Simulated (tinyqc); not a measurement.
From results back to parameters: core-shell quantum dot (spherical envelope functions). Five cases, with inputs chosen for the exercise.

Problem. The lowest electron level was computed from a hidden shell thickness H.

Parabolic bands; strain and other valleys are left out. s states, u = r psi, hard wall at R + H, c = hbar^2/2m0, energies from the band edges of the core. Core: u = sin(k1 r)/k1, k1 = sqrt(m1 E/c). At R, psi and psi'/m are continuous, so u is continuous and its slope in the shell is s = u/R + (m2/m1)(u' - u/R). Shell: u(R + x) = u(R) cos(k2 x) + s sin(k2 x)/k2, k2 = sqrt(m2 (E - V)/c); for negative arguments the functions turn into sinh and cosh. A level has u(R + H) = 0.

Constants: hbar^2/2m0 = 3.80998211 eV angstrom^2.

Find: u(R); s; H.

Case 1.

Values chosen (near those of an InP/GaP core-shell dot; shifted at random, so the results belong to these values and not to a real crystal): R = 18 angstrom (core radius); Vc = 0.43 eV (conduction edge of the shell above that of the core); me1 = 0.079 m0 (electron, core); me2 = 0.13 m0 (electron, shell).

E_e = 0.3893019 eV

Solution.

u(R) = 11.118 angstrom
s = -0.4751
H = 36.0 angstrom

u(R) and s follow from E_e; u(R + H) = 0 gives tanh(kappa H) = -kappa u(R)/s.

Case 2.

Values chosen (near those of a CdSe/CdS core-shell dot; shifted at random, so the results belong to these values and not to a real crystal): R = 23 angstrom (core radius); Vc = 0.302 eV (conduction edge of the shell above that of the core); me1 = 0.125 m0 (electron, core); me2 = 0.22 m0 (electron, shell).

E_e = 0.2190755 eV

Solution.

u(R) = 10.958 angstrom
s = -1.0135
H = 14.0 angstrom

u(R) and s follow from E_e; u(R + H) = 0 gives tanh(kappa H) = -kappa u(R)/s.

Case 3.

Values chosen (near those of an InP/GaP core-shell dot; shifted at random, so the results belong to these values and not to a real crystal): R = 31 angstrom (core radius); Vc = 0.386 eV (conduction edge of the shell above that of the core); me1 = 0.082 m0 (electron, core); me2 = 0.131 m0 (electron, shell).

E_e = 0.2139916 eV

Solution.

u(R) = 12.691 angstrom
s = -1.0564
H = 21.0 angstrom

u(R) and s follow from E_e; u(R + H) = 0 gives tanh(kappa H) = -kappa u(R)/s. The tanh is close to 1, so H is poorly fixed: the full digits of E_e are needed.

Case 4.

Values chosen (near those of a GaAs/AlGaAs core-shell dot; shifted at random, so the results belong to these values and not to a real crystal): R = 37 angstrom (core radius); Vc = 0.254 eV (conduction edge of the shell above that of the core); me1 = 0.067 m0 (electron, core); me2 = 0.093 m0 (electron, shell).

E_e = 0.2520198 eV

Solution.

u(R) = 9.427 angstrom
s = -1.1796
H = 8.0 angstrom

u(R) and s follow from E_e; u(R + H) = 0 gives tanh(kappa H) = -kappa u(R)/s.

Case 5.

Values chosen (near those of a Ge/Si core-shell dot; shifted at random, so the results belong to these values and not to a real crystal): R = 25 angstrom (core radius); Vc = -0.049 eV (conduction edge of the shell above that of the core); me1 = 0.121 m0 (electron, core); me2 = 0.268 m0 (electron, shell).

E_e = 0.0735046 eV

Solution.

u(R) = 19.349 angstrom
s = -0.1540
H = 16.0 angstrom

u(R) and s follow from E_e; u(R + H) = 0 gives tan(k2 H) = -k2 u(R)/s, with the first positive root.

Computed by tinyqc, one run a case: `OMP_NUM_THREADS=1 python tinyqc.py N N+1 out.jsonl` with N = 1251115, 1251146, 1251183, 1251284, 1251293; one thread of a shared Intel(R) Xeon(R) Processor @ 2.30GHz, about 0.07 s a run at most.
